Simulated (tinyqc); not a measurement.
Precursor delivery and alloy composition in metal-organic vapour-phase epitaxy. From solid share x back to source 2: carrier flow. Computed by tinyqc, a small Python program. Command: `OMP_NUM_THREADS=1 python tinyqc.py 3009130 3009131 out.jsonl movpe inv`. One thread of a shared host (Intel(R) Xeon(R) Processor @ 2.30GHz), about 0.01 s of CPU time with the checks.

Carrier gas leaves each bubbler saturated. Group-III species cross a boundary layer and react at the surface; element 2 can also desorb. The film is (1)_(1-x) (2)_x V with a zinc-blende cell.

Inputs (values chosen for the exercise, close to those used for InGaAs from TMGa and TMIn):

| quantity | value | unit |
|---|---|---|
| source 1: a in log10(p/torr) = a - b/T | 8.07 | - |
| source 1: b | 1703 | K |
| source 1: bath temperature | -3 | C |
| source 1: carrier flow | 44 | sccm |
| source 2: a | 10.52 | - |
| source 2: b | 3014 | K |
| source 2: bath temperature | 29 | C |
| bubbler pressure p_b | 600 | torr |
| group-V hydride flow | 270 | sccm |
| total flow | 19 | slm |
| reactor pressure p | 200 | torr |
| diffusivity D0 at 273.15 K and 760 torr | 0.34 | cm^2/s |
| boundary layer delta | 1.4 | cm |
| prefactor of the surface rate k_s | 4.6e+13 | cm/s |
| energy of k_s | 1.92 | eV |
| prefactor of the loss of element 2 | 3.4e+16 | layers/s |
| energy of the loss | 3.22 | eV |
| lattice constant a | 5.75 | angstrom |
| growth temperature T | 620 | C |

Constants: k_B = 1.380649e-23 J/K; k_B = 8.617333262e-05 eV/K.

Method:
- Temperatures in kelvin are T(C) + 273.15.
- Vapour pressure p_v = 10^(a - b/T); precursor flow = carrier flow x p_v/(p_b - p_v); 1 sccm = 44.615 micromol/min; V/III = hydride flow over the sum of both; gas share x_g = F2/(F1 + F2).
- Partial pressure p_i = p F_i/(44615 x total flow in slm); density n_i = p_i/(k_B T), 1 torr = 133.322 Pa; D = D0 (T/273.15)^1.75 (760/p), h = D/delta, the same for both; k_s = prefactor x exp(-energy/(k_B T)); arrival J_i = n_i/(1/h + 1/k_s); in layers per second g_i = J_i a^2/2 (two group-III sites per a^2 on (001)).
- Loss of element 2 is r x with r = prefactor x exp(-energy/(k_B T)). Then x = (g2 - r x)/(g1 + g2 - r x), or r x^2 - (g1 + g2 + r) x + g2 = 0, smaller root; growth rate G = g1/(1 - x) layers/s; one layer is a/2 thick, 1 angstrom/s = 0.36 um/h.
- Distribution coefficient = [x/(1 - x)]/[x_g/(1 - x_g)], x_g = g2/(g1 + g2).

Task: A run gave the result below. Find the source 2: carrier flow, known to lie between 39 and 73 sccm.

solid share x = 0.05984444

Result:

Each step takes the trial c = (a f_b - b f_a)/(f_b - f_a), f being the result less the target and a, b, c the logarithms of the listed values; c replaces end b, the old b replaces a if the sign of f changed, and otherwise f_a is halved.

Scan of the range:

| source 2: carrier flow (sccm) | solid share x |
|---|---|
| 39.0 | 0.0459764 |
| 43.3 | 0.0507890 |
| 48.1 | 0.0561043 |
| 53.4 | 0.0619047 |
| 59.2 | 0.0681715 |
| 65.8 | 0.0752019 |
| 73.0 | 0.0827518 |

False position (Illinois rule, in the logarithm of the input) inside the bracket:

| step | end a | end b | trial | solid share x |
|---|---|---|---|---|
| 1 | 48.1000 | 53.4000 | 51.4537 | 0.0597829 |
| 2 | 53.4000 | 51.4537 | 51.5091 | 0.0598435 |
| 3 | 53.4000 | 51.5091 | 51.5109 | 0.0598454 |
| 4 | 51.5091 | 51.5109 | 51.5100 | 0.0598444 |

Solid share x rises at every point of a 13-point scan of the range (every second point is shown), so one value fits; it is bracketed by 48.1 and 53.4. Answer: source 2: carrier flow = 51.51 sccm.

Caution: the lattice constant is held fixed as x changes, delta does not respond to the flow, both precursors share one D and k_s, and gas-phase side reactions are left out.
